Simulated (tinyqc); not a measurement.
# Junctionless gate-all-around wire, depletion approximation: two studies

A uniformly doped n-type wire of radius R under a surrounding gate; long channel. Below flat band a shell from radius rc to R is fully depleted and the neutral core, at channel potential V (0 at the source, Vd at the drain), carries the current with constant mobility; s = (rc/R)^2 is the share of the cross-section that conducts. The edge of the depleted shell is taken as abrupt, so there is no subthreshold current.

Parameters, values chosen for the exercise; material values those of a made-up semiconductor:
- eps_r = 16.3 (relative permittivity of the semiconductor)
- eox = 7.5 (relative permittivity of the gate insulator)
- tox = 2.4 nm (insulator thickness)
- R = 15 nm (wire radius)
- Nd = 9.6e18 cm^-3 (donor density)
- Vfb = 0.66 V (flat-band voltage)
- mu = 42 cm^2/(V s) (effective mobility in the wire)
- L = 0.5 um (gate length)
- Vd = 0.5 V (drain voltage)

Constants: q = 1.602176634e-19 C, eps0 = 8.8541878128e-14 F/cm where lengths are in cm. Results are converted to the units shown.

Each table varies one quantity; the others keep the values above.

## Effect of the insulator thickness on the threshold

Cox = eps0 eox/(R ln(1 + tox/R)); A = q Nd R^2/(4 eps0 eps_r); B = q Nd R/(2 Cox); VT = Vfb - A - B. The flat-band conductance is G0 = q mu Nd pi R^2/L.

The same in every row: A (V) = 0.5995; G0 (uS) = 9.133.

Effect of the insulator thickness on the threshold:
```
tox (nm)  Cox (uF/cm^2)   B (V)    VT (V)
0.8               8.520  0.1354  -0.07486
1.2               5.752  0.2005   -0.1400
1.7               4.124  0.2797   -0.2192
2.4               2.983  0.3867   -0.3262
3.5               2.111  0.5465   -0.4859
5                 1.539  0.7496   -0.6891
7.2               1.129   1.022   -0.9610
```

What does the comparison show?

As tox goes from 0.8 to 7.2 nm, VT falls from -0.0749 to -0.961 V and G0 stays at 9.13 uS. A + B goes on average as tox^(0.36). The device is normally off (VT > 0) in 0 of the 7 rows.

## Transfer curve

s solves Vfb - Vg + V = A (1 - s + s ln s) + B (1 - s), and s = 0 where the left side exceeds A + B. I = (q mu Nd pi R^2/L)[g(s0) - g(sL)], g = A (s^2/4 - (s^2/2) ln s) + B s^2/2, with s0 at V = 0 and sL at V = Vd.

Transfer curve:
```
Vg (V)       s0  rc at the source (nm)        sL    I (uA)
-0.25   0.02357                  2.303         0  0.007443
-0.14   0.07284                  4.048         0   0.05467
-0.03    0.1356                  5.524         0    0.1583
0.08     0.2120                  6.906         0    0.3317
0.2      0.3126                  8.387  0.006551    0.6167
0.31     0.4240                  9.767   0.04868    0.9586
0.42     0.5590                  11.22    0.1055     1.374
0.53     0.7275                  12.79    0.1755     1.877
0.64     0.9502                  14.62    0.2599     2.496
```

What does the table show?

Between VT = -0.326 V and flat band, the core radius rises from 2.30 to 14.6 nm and the current rises from 0.00744 to 2.50 uA. The drain end is pinched off in 4 of the 9 rows. ds0/dVg is 0.448 1/V between the first two rows and 2.02 1/V between the last two: the gate acts more strongly when the depleted shell between it and the core is thin. At Vg = -0.25 V the core at the source is under two Debye lengths (at 300 K) in radius, so the abrupt edge fails.

Program tinyqc, `OMP_NUM_THREADS=1 python tinyqc.py 2460061 2460062 out.jsonl`; Intel Xeon 2.30GHz, shared host, one thread, about 0.01 s.
